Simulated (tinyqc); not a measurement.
MOS inversion layer, Poisson-Schroedinger loop: two steps of the calculation.

Electrons confined at an insulator interface at z = 0, treated as a hard wall; parabolic valleys, Hartree approximation, no image or exchange terms. The depletion charge lies far deeper than the electrons and gives a uniform field q Nd/(eps0 eps_r); the gate balances all charge. Energies are counted from the band edge at the interface.

Values chosen for this exercise; masses and permittivity close to those of silicon (110):
```
symbol,value,unit,meaning
eps_r,11.8,,relative permittivity
mz1,0.315,m0,mass along z of valley set A (4 valley(s))
mz2,0.188,m0,mass along z of valley set B (2 valley(s))
Ns,7e12,cm^-2,sheet density of electrons
Nd,7.2e11,cm^-2,sheet density of depletion charge
dE,0,eV,extra shift of set B (strain)
hz,0.77,nm,mesh step
```

Constants: q = 1.602176634e-19 C, hbar = 1.054571817e-34 J s, m0 = 9.1093837015e-31 kg, eps0 = 8.8541878128e-14 F/cm where lengths are in cm, hbar^2/(2 m0) = 0.0380998212 eV nm^2. Results are converted to the units shown.

Question 1. Levels and probability densities. Tridiagonal Hamiltonian with psi = 0 one step beyond both ends: H_ii = C (1/m_(i-1/2) + 1/m_(i+1/2))/hz^2 + V0_i + U_i (+ dE for the set B), H_(i,i+1) = -C/(m_(i+1/2) hz^2), C = hbar^2/(2 m0). The lowest 2 level(s) of each valley set are kept, normalised to hz sum |psi|^2 = 1. The mass is the same on all intervals.

| node | fixed potential V0 (eV) | self-consistent potential U at the start (eV) |
|---|---|---|
| 1 | 0.00850164 | 0 |
| 2 | 0.01700329 | 0 |
| 3 | 0.02550493 | 0 |
| 4 | 0.03400657 | 0 |
| 5 | 0.04250822 | 0 |
| 6 | 0.05100986 | 0 |
| 7 | 0.05951150 | 0 |
| 8 | 0.06801315 | 0 |
| 9 | 0.07651479 | 0 |
| 10 | 0.08501643 | 0 |
| 11 | 0.09351808 | 0 |
| 12 | 0.10201972 | 0 |
| 13 | 0.11052136 | 0 |
| 14 | 0.11902301 | 0 |
| 15 | 0.12752465 | 0 |
| 16 | 0.13602629 | 0 |
| 17 | 0.14452794 | 0 |
| 18 | 0.15302958 | 0 |

Give: levels; |psi|^2 of A1; |psi|^2 of A2; |psi|^2 of B1; |psi|^2 of B2.

Answer 1.

levels (eV): A1 0.05706, A2 0.09943, B1 0.06787, B2 0.11896

| node | \|psi\|^2 of A1 (1/nm) | \|psi\|^2 of A2 (1/nm) | \|psi\|^2 of B1 (1/nm) | \|psi\|^2 of B2 (1/nm) |
|---|---|---|---|---|
| 1 | 0.05158 | 0.04982 | 0.03124 | 0.03192 |
| 2 | 0.16012 | 0.12036 | 0.10420 | 0.08974 |
| 3 | 0.24464 | 0.10920 | 0.17709 | 0.10965 |
| 4 | 0.26271 | 0.03773 | 0.21777 | 0.07407 |
| 5 | 0.22331 | 0.00002 | 0.21740 | 0.02119 |
| 6 | 0.15908 | 0.04064 | 0.18599 | 0.00019 |
| 7 | 0.09816 | 0.12325 | 0.14062 | 0.02892 |
| 8 | 0.05360 | 0.18648 | 0.09582 | 0.08818 |
| 9 | 0.02629 | 0.19899 | 0.05964 | 0.14408 |
| 10 | 0.01172 | 0.16828 | 0.03425 | 0.17228 |
| 11 | 0.00478 | 0.11928 | 0.01828 | 0.16757 |
| 12 | 0.00180 | 0.07317 | 0.00911 | 0.13925 |
| 13 | 0.00063 | 0.03963 | 0.00426 | 0.10143 |
| 14 | 0.00020 | 0.01917 | 0.00187 | 0.06551 |
| 15 | 0.00006 | 0.00830 | 0.00076 | 0.03743 |
| 16 | 0.00002 | 0.00317 | 0.00028 | 0.01845 |
| 17 | 0.00000 | 0.00100 | 0.00009 | 0.00722 |
| 18 | 0.00000 | 0.00020 | 0.00002 | 0.00164 |

Question 2. Closed-form estimates. Triangular well: E_k = a_k (C F^2/mz)^(1/3), a_1 = 2.338107, a_2 = 4.087949, C = hbar^2/(2 m0), F in eV/nm. Fang-Howard (all electrons in the lowest level of set A): b^3 = 6 (mz1/C) q (Nd + 11 Ns/32)/(eps0 eps_r), centroid 3/b, level C b^2/(4 mz1) + (3/b) q (Nd + 11 Ns/16)/(eps0 eps_r). Use F = q (Nd + Ns)/(eps0 eps_r), the surface field, and F = q (Nd + Ns/2)/(eps0 eps_r).

Give: A1 with the surface field; A1 with Nd + Ns/2; A2 with Nd + Ns/2; b; Fang-Howard centroid; Fang-Howard level.

Answer 2.

A1 with the surface field = 0.2788 eV
A1 with Nd + Ns/2 = 0.1864 eV
A2 with Nd + Ns/2 = 0.3259 eV
b = 1.335 1/nm
Fang-Howard centroid = 2.248 nm
Fang-Howard level = 0.2446 eV

Computed by the program tinyqc: `OMP_NUM_THREADS=1 python tinyqc.py 2160164 2160165 out.jsonl`, one thread of a shared Intel Xeon 2.30GHz, about 1 s for the whole run.
